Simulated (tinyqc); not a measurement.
# Internal loss and injection efficiency from two cavity lengths

Problem. The differential efficiency of both facets obeys 1/eta_d = (1/eta)[1 + 2 ai Lc/ln(1/(R1 R2))]. Find eta and ai.

Values chosen for this exercise: front reflectance R1 = 0.3; back reflectance R2 = 0.3.

differential efficiency at Lc = 2000 and 5000 um: 0.25488647  0.12310882

Solution. 1/eta_d is linear in Lc: the intercept is 1/eta, and slope over intercept is 2 ai/ln(1/(R1 R2)).

eta = 0.8900
ai = 15.00 1/cm

Computed by the program tinyqc: `OMP_NUM_THREADS=1 python tinyqc.py 2840047 2840048 out.jsonl`, one thread of a shared Intel Xeon 2.30GHz, about 0.01 s for the whole run.
